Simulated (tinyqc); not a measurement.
Bandgap voltage reference from two bipolar transistors: one step of the calculation.

Two transistors of area 1 and N carry the same current I. Is(T) = Is (T/T0)^eta exp[(Vg0 q/kB)(1/T0 - 1/T)], VBE1 = Vt ln(I/Is(T)) + I rb, VBE2 = Vt ln(I/(N Is(T))) + I rb/N. The amplifier forces I R1(T) = VBE1 - VBE2 + Vos, with R(T) = R (1 + tc (T - T0)) for both resistors, and the output is Vref = VBE1 + I R2(T). Base currents and the Early effect are neglected.

Question. Operating point at another temperature. Vt = kB T/q; I = (Vt ln N + Vos)/(R1(T) - rb (1 - 1/N)).

Values chosen for this exercise; values of the order met in silicon bipolar transistors:
- T0 = 300 K (reference temperature)
- Vg0 = 1.192 V (band-gap voltage extrapolated to 0 K)
- eta = 3.2 (temperature exponent of the saturation current)
- Is = 9.1e-18 A (saturation current of the unit transistor at T0)
- N = 8 (area ratio of the second transistor)
- R1 = 5.9 kohm (resistor across which the difference of VBE falls, at T0)
- tc = 1200 ppm/K (temperature coefficient of both resistors)
- Vos = 0 mV (offset of the amplifier)
- rb = 13 ohm (series resistance of the unit transistor)
- R2 = 61.39 kohm (output resistor at T0)
- T = 253 K (temperature)

Constants: q = 1.602176634e-19 C, kB = 1.380649e-23 J/K. Results are converted to the units shown.

Find: Vt; I; Is(T); VBE1; I R2; Vref.

Answer.

Vt = 0.02180 V
I = 8.160 uA
Is(T) = 1.005e-21 A
VBE1 = 0.7988 V
I R2 = 0.4727 V
Vref = 1.271 V

From T0 to T, VBE1 changes by 84.3 mV and I R2 by -87.7 mV, which leaves -3.49 mV in Vref.

Program tinyqc, `OMP_NUM_THREADS=1 python tinyqc.py 2062185 2062186 out.jsonl`; Intel Xeon 2.30GHz, shared host, one thread, about 0.02 s.
